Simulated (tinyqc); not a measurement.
# Threshold-voltage variability of a planar MOSFET, analytic estimates, step by step

Numbers from tinyqc (`OMP_NUM_THREADS=1 python tinyqc.py 2090021 2090022 out.jsonl`; about 0.01 s on one thread of a shared Intel Xeon 2.30GHz). Printed values are rounded.

Three independent sources add in quadrature: random dopants in the depleted layer, metal-gate grains of two orientations, and roughness of the two gate edges acting through the roll-off VT = VT(long) - Vr exp(-L/l). These are first-order estimates: no three-dimensional electrostatics, no percolation.

Values chosen for this exercise; material values close to those of germanium:
```
symbol    value   unit                                                 meaning
T           300      K                                             temperature
Eg        0.654     eV                                                band gap
eps_r      15.8                     relative permittivity of the semiconductor
Nc      1.03e19  cm^-3                  conduction-band density of states at T
Nv      5.95e18  cm^-3                     valence-band density of states at T
Na       2.7e18  cm^-3                                          channel doping
ti          2.2     nm                 oxide-equivalent thickness in inversion
L            32     nm                                             gate length
W            64     nm                                              gate width
G             7     nm                                        metal grain size
dW          0.1     eV  work-function difference of the two grain orientations
p           0.3               share of the orientation of higher work function
De          1.6     nm                          rms roughness of one gate edge
La           30     nm                     correlation length of the roughness
l           5.4     nm                  decay length of the threshold roll-off
Vr          1.8      V                               prefactor of the roll-off
n           1.2                                            subthreshold factor
gI           20    1/V                                  gm/I of a matched pair
sb          0.7      %                 spread of the gain factor of one device
Nb      1048576                                                number of cells
Y         0.999                                                   wanted yield
```

Constants: q = 1.602176634e-19 C, kB = 1.380649e-23 J/K, Vt = kB T/q, eps0 = 8.8541878128e-14 F/cm where lengths are in cm. Results are converted to the units shown.

Range of the model: gI s exceeds 0.2, so the linear formula for the current mismatch is only a rough guide.

## Random dopants

ni = sqrt(Nc Nv) exp(-Eg/(2 Vt)), Eg in volts; Cox = 3.9 eps0/ti; Wd = sqrt(4 eps0 eps_r Vt ln(Na/ni)/(q Na)); dopants: s1 = (q/Cox) sqrt(Na Wd/(3 L W)). The slope A1 = s1 sqrt(L W); mean number of dopants Na L W Wd.

Cox = 1.56961 uF/cm^2
Wd = 19.6825 nm
mean number of dopants = 108.836
A1 = 1.35857 mV um
s1 = 30.0204 mV

Counting alone, 1/sqrt(N) of the depletion voltage q Na Wd/Cox = 542 mV, would give sqrt(3) times more: dopants deep in the layer act less on the surface.

## Metal grains and edge roughness

Grains: Ng = L W/G^2 (at least 1), s2 = dW sqrt(p (1 - p)/Ng). Edges, with exponential correlation and u = W/La: the mean gate length has sL^2 = 2 De^2 (2/u)[1 - (1 - exp(-u))/u]; s3 = sL (Vr/l) exp(-L/l).

Ng = 41.7959
s2 = 7.08831 mV
sL = 1.67824 nm
dVT/dL = 0.889778 mV/nm
s3 = 1.49326 mV

## Total spread, mismatch and leakage

s = sqrt(s1^2 + s2^2 + s3^2). For a pair: s(dVT) = sqrt(2) s; current mismatch sqrt(2) sqrt((gI s)^2 + sb^2); input offset = current mismatch/gI. For a Gaussian VT the off current is log-normal with mean/median = exp(s^2/(2 (n Vt)^2)).

s = 30.8820 mV
s(dVT) = 43.6737 mV
current mismatch = 87.3530 %
input offset = 43.6765 mV
mean/median of Ioff = 1.64129

The dopants give 94.5 % of the variance; without them s would be 7.24 mV. A current mismatch this large is beyond the linear estimate.

## Iteration 1: margin in standard deviations for the wanted yield

k at the start = 4

Cells fail independently with probability Q(k) = erfc(k/sqrt(2))/2 when the margin is k standard deviations, and Y = exp(-Nb Q(k)). phi = exp(-k^2/2)/sqrt(2 pi). Newton steps on ln Q(k) = ln(-ln(Y)/Nb): k(new) = k + [ln Q - ln(-ln(Y)/Nb)] Q/phi.

Q(k) = 3.16712e-5
phi = 1.33830e-4
k after iteration 1 = 6.46357

## Iteration 2: margin in standard deviations for the wanted yield

As before.

Q(k) = 5.11291e-11
phi = 3.38047e-10
k after iteration 2 = 6.02095

## Course of the iteration: margin in standard deviations for the wanted yield

Stop when k changes by less than 1e-9, or after 30 iterations.

Course of the iteration:
```
iteration        k  |change|
1          6.46357      2.46
2          6.02095     0.443
3          6.00544    0.0155
4          6.00543   1.90e-5
5          6.00543  2.87e-11
```

Converged in 5 iterations. At the end the number of correct digits about doubles with each step. With s(dVT) = 43.7 mV, 6.01 standard deviations are 262 mV.
